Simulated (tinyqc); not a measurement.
Optical gain and spontaneous emission in a bulk direct-gap semiconductor: one step. Quasi-Fermi levels. Three cases, with inputs chosen for the exercise.

Task: Solve for Fc and Fv.

F_j(eta) = (1/Gamma(j + 1)) integral_0^infinity x^j dx/(1 + exp(x - eta)), which tends to exp(eta) for eta << 0.

Quasi-Fermi levels: n = Nc F_1/2(Fc/kT) and p = Nv F_1/2(Fv/kT), Fc counted up from the conduction edge and Fv down from the valence edge; Nc, Nv from N = 2 (m kB T/(4 pi c))^(3/2) with c = hbar^2/2m0, in 1/angstrom^3; times 1e24 for 1/cm^3, with me and (mhh^(3/2) + mlh^(3/2))^(2/3).

Constants: hbar^2/2m0 = 3.80998211 eV angstrom^2; kB = 8.617333262e-05 eV/K.

Give: kT; Nc; Nv; Fc; Fv; Fc + Fv.

Case 1.

Values chosen (near those of GaAs; shifted at random, so the results belong to these values and not to a real crystal): me = 0.0671 m0 (electron mass); mhh = 0.482 m0 (heavy-hole mass); mlh = 0.0781 m0 (light-hole mass); n = 1.5e+18 1/cm^3 (injected density, n = p); T = 250 K.

Result:

kT = 0.021543 eV
Nc = 3.318e+17 1/cm^3
Nv = 6.805e+18 1/cm^3
Fc = 0.0650 eV
Fv = -0.0309 eV
Fc + Fv = 0.0341 eV

Case 2.

Values chosen (near those of InGaAs; shifted at random, so the results belong to these values and not to a real crystal): me = 0.042 m0 (electron mass); mhh = 0.447 m0 (heavy-hole mass); mlh = 0.0517 m0 (light-hole mass); n = 1.6e+18 1/cm^3 (injected density, n = p); T = 300 K.

Result:

kT = 0.025852 eV
Nc = 2.160e+17 1/cm^3
Nv = 7.795e+18 1/cm^3
Fc = 0.1137 eV
Fv = -0.0391 eV
Fc + Fv = 0.0747 eV

Case 3.

Values chosen (near those of InGaAs; shifted at random, so the results belong to these values and not to a real crystal): me = 0.0402 m0 (electron mass); mhh = 0.453 m0 (heavy-hole mass); mlh = 0.0512 m0 (light-hole mass); n = 1.6e+18 1/cm^3 (injected density, n = p); T = 350 K.

Result:

kT = 0.030161 eV
Nc = 2.549e+17 1/cm^3
Nv = 1.001e+19 1/cm^3
Fc = 0.1174 eV
Fv = -0.0536 eV
Fc + Fv = 0.0638 eV

The separation of the quasi-Fermi levels exceeds the gap, so photons between Eg and Eg + (Fc + Fv) see gain. The quasi-Fermi level of the electrons lies inside the band, that of the holes in the gap.

Computed by tinyqc, one run a case: `OMP_NUM_THREADS=1 python tinyqc.py N N+1 out.jsonl` with N = 1680044, 1680259, 1680283; one thread of a shared Intel(R) Xeon(R) Processor @ 2.30GHz, about 0.1 s a run at most.
